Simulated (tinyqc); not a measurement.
Inter-valley coupling by envelope functions against a chain of atomic planes: sweeps and comparisons. A value that a table varies takes the place of the one given here.

Chain: E(phi) = e0 + 2 v cos(phi) + 2 u cos(2 phi), cos(phi0) = -v/(4u), e0 = 2u + v^2/(4u); plane j = 0, 1, ... has the potential V_j = dE x_j + F (j - 30) a/4 (1 MV/m = 1e-4 V/angstrom). There are 30 barrier planes a side; with y = j - 29.5, x_j = xb (f(y) + f(Nw - y)), f(y) = 1/(1 + exp(y/L)), plus any Ge added in the well. The valley splitting is the spacing of the two lowest levels. Envelope theory: F_j solves a one-valley chain with hopping -b and diagonal 2b + V_j, b = 4u sin^2(phi0), sum F_j^2 = 1; the valleys couple by Dv = sum_j F_j^2 V_j exp(-2 i phi0 j) and split by 2|Dv|.

Values chosen for the exercise (near those of the Delta valleys of silicon in a SiGe well; the results hold for these values, not for the real material): a = 5.431 angstrom (lattice constant; planes lie a/4 apart); u = 0.611 eV (second-neighbour hopping); v = 0.745 eV (nearest hopping); Nw = 58 (planes in the well); L = 0.75 planes (interface width); xb = 0.26 (Ge fraction of the barriers); dE = 0.51 eV (offset per unit Ge fraction); F = 8 MV/m (field); xs = 0.11 (Ge fraction added on that plane); xw = 0.016 (mean Ge fraction of the wiggle); x0 = 3546 (start of the number sequence); na = 20000 (atoms a plane under the dot); js = 62 (plane j of a Ge spike (the well starts at j = 30)).

## Position of the spike

The spike is moved through the well; position counted from the first well plane, j - 30.

Against position:
```
j - 30  F_j^2, smooth  mean of the doublet (meV)  splitting, chain (micro-eV)  envelope  first order
3             0.02121                      28.31                         1905      1868         2380
7             0.03709                      29.05                         3425      3373         4161
12            0.04563                      29.57                         4477      4437         5120
17            0.04022                      29.33                         3997      3968         4513
23            0.02539                      28.52                         2327      2310         2849
29            0.01234                      27.89                         1112      1101         1385
38            0.00281                      27.47                          217       215          316
46            0.00052                      27.37                           53        56           59
55            0.00004                      27.35                           26        25            4
```

What can be read from the table?

The splitting is largest at plane 12 among these rows (4477 micro-eV), and the smooth envelope peaks at plane 12, counting all planes; without a spike it is 28. Where the splitting exceeds 20 micro-eV the envelope theory lies within 4.5 % of the chain and first order within 83 %.

## A periodic Ge profile (wiggle well)

periods (planes): pi/phi0 1.67057, pi/(pi - phi0) 2.49127

Added fraction xw (1 - cos(2 pi (j - 30)/p)) on the well planes; p = f times the resonant period pi/(pi - phi0). At resonance the estimate is dE xw.

Against period:
```
f     p (planes)  mean of the doublet (meV)  splitting, chain (micro-eV)  envelope
0.90      2.2421                      35.19                          813       869
0.95      2.3667                      35.02                         4108      4281
0.98      2.4414                      35.20                         7109      7205
0.99      2.4664                      35.28                         7724      7737
1.00      2.4913                      35.31                         7959      7906
1.01      2.5162                      35.29                         7786      7708
1.02      2.5411                      35.22                         7266      7192
1.05      2.6158                      35.02                         4758      4668
1.10      2.7404                      35.12                         1582      1476
1.50      3.7369                      35.30                           71        67
3.00      7.4738                      35.33                           34        33
```

What does this show, and why?

The splitting peaks at f = 1 with 7.96 meV, against the estimate dE xw = 8.16 meV, and is 0.89 and 0.91 of the value at f = 1 two per cent off to either side: the width of the resonance is set by the number of periods under the envelope. At f = 3 it is 34 micro-eV. The chain has one orbital a plane and knows only this resonance; longer periods that work through other bands are outside it.

## Random alloy fluctuations

A uniform fraction x is added on all planes. Each plane j then fluctuates by q sqrt(x_j (1 - x_j)/na) in Ge fraction, q = sqrt12 (z/2147483647 - 1/2) with z(new) = 16807 z mod 2147483647 from x0, restarted for each row; 24 samples. Theory: Dv is a complex Gaussian with sigma^2 = dE^2 sum F_j^4 x_j (1 - x_j)/na, and the mean splitting is sqrt(pi) sigma if the smooth part is negligible.

Splitting (micro-eV):
```
x     sigma  sqrt(pi) sigma  mean of 24  least  largest
0.00   18.6            33.0        41.5    5.4     65.1
0.01   67.2           119.1       138.5   55.5    233.5
0.02   92.7           164.3       187.6   60.0    312.6
0.05  142.6           252.7       284.0   73.7    466.7
0.10  195.5           346.5       386.7   92.2    642.0
```

What can be read from the table?

Without added Ge the disorder sits in the barriers, where the state is small: mean 41.5 micro-eV, against 28 for the smooth well. With 5 % Ge in the well the mean is 284, theory 253, with a statistical error of about 11 % for 24 samples; the miss is +12 %, and since every row reuses one sequence the rows with added Ge miss alike. The spread grows with the mean: at 5 % the samples run from 74 to 467, so small splittings remain possible. sigma falls as 1/sqrt(na) for larger dots. A chain with one orbital a plane has no Bloch-function factor, which scales all these couplings down in fuller models.

## What each parameter does

Chain with the spike on plane js. Each row changes one parameter from the base and keeps the others.

Results:
```
case             level (meV)  splitting (micro-eV)
base                  27.693                 710.4
Nw = 64               27.688                 712.5
L = 1.25 planes       28.299                 745.3
xb = 0.31             28.180                 761.5
dE = 0.561 eV         27.990                 793.1
F = 10 MV/m           31.465                 496.3
js = 65               27.557                 406.9
xs = 0.143            27.768                 861.4
```

What does this show?

The largest shifts from the base row, up to three for each result and ties (the steps differ in size, so this ranks the rows, not the parameters). level (meV): F +3.772, L +0.606, xb +0.488. splitting (micro-eV): js -303.5, F -214.1, xs +151.0.

(tinyqc, `OMP_NUM_THREADS=1 python tinyqc.py 1452301 1452302 out.jsonl`, Intel(R) Xeon(R) Processor @ 2.30GHz, 1 thread, shared host, about 0.1 s.)
